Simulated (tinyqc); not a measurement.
Which input was changed? Model: heat flow across a film from the phonon Boltzmann equation in the relaxation-time approximation. Computed by tinyqc, a small Python program. Command: `OMP_NUM_THREADS=1 python tinyqc.py 3015898 3015899 out.jsonl slabbte which`. One thread of a shared host (Intel(R) Xeon(R) Processor @ 2.30GHz), about 0.2 s of CPU time with the checks.

Two black walls, hot at x = 0 and cold at x = L, emit phonons isotropically. For one free path Lambda, with tau = x/Lambda, tau_L = L/Lambda and phi = (T - T_cold)/Delta T, energy balance gives phi(tau) = (1/2) [E2(tau) + int_0^tau_L phi(s) E1(|tau - s|) ds]; E_n are the exponential integrals. The flux over the ballistic flux C v Delta T/4 is psi = 1 - 2 int_0^tau_L phi(s) E2(s) ds, and kappa_eff/kappa = (3/4) tau_L psi. kappa = C v Lambda/3 is an input, so at fixed kappa a longer free path means a smaller C v.

Inputs (values chosen for the exercise, modelled on diamond):
```
quantity                             value     unit
bulk conductivity kappa               1790  W/(m K)
film thickness L                      2100       nm
wall temperature difference Delta T    2.2        K
free path Lambda_1                     380       nm
free path Lambda_2                    4100       nm
share f_2 of kappa                    0.43        -
cells n in the small system              6        -
```

Free-path groups: two.

Method:
- Cut the film into n equal cells with constant phi, collocated at the centres c_i: the kernel integrates to A_ij = |E2(|c_i - e_j|) - E2(|c_i - e_(j+1)|)|/2 for cell edges e_j, and A_ii = 1 - E2(half a cell); solve (1 - A) phi = E2(c)/2; psi = 1 - 2 sum_j phi_j [E3(e_j) - E3(e_(j+1))].
- Use 150 and 300 cells and extrapolate psi = (4 psi(300) - psi(150))/3. The jump at the hot wall is 1 - phi there (linear extrapolation from the first two of 300 cells). Two-flux (diffusion with slip) formula: psi = 1/(1 + 3 tau_L/4).
- Each group is solved on its own with 150 and 300 cells, psi = (4 psi(300) - psi(150))/3, and weighted by its share of kappa (f_1 is what the others leave); exchange of energy between groups inside the film is left out.
- Flux J = kappa_eff Delta T/L; apparent boundary resistance per wall (L/kappa_eff - L/kappa)/2.

Task: One of these inputs alone was changed, within the range given: bulk conductivity kappa (895 to 3580); film thickness L (1050 to 4200); free path Lambda_1 (190 to 760); free path Lambda_2 (2050 to 8200). Which one, and to what value?

Results:
```
run     psi for Lambda_1  flux J (GW/m^2)  kappa_eff (W/(m K))
before         0.1919264         1.066937             1018.440
after          0.1780116         1.082787             1033.570
```

Result:

Each candidate set to reproduce psi for Lambda_1, and what it then gives:
```
candidate                          range searched  value needed  flux J (GW/m^2)  kappa_eff (W/(m K))
bulk conductivity kappa (W/(m K))     895 to 3580     no effect                -                    -
film thickness L (nm)                1050 to 4200          2306           0.9995               1047.8
free path Lambda_1 (nm)                190 to 760         346.0           1.0828               1033.6
free path Lambda_2 (nm)              2050 to 8200     no effect                -                    -
```

Only free path Lambda_1 fits every result: it went from 380 to 346 nm. The next best candidate, film thickness L, misses one result by 7.7 %.
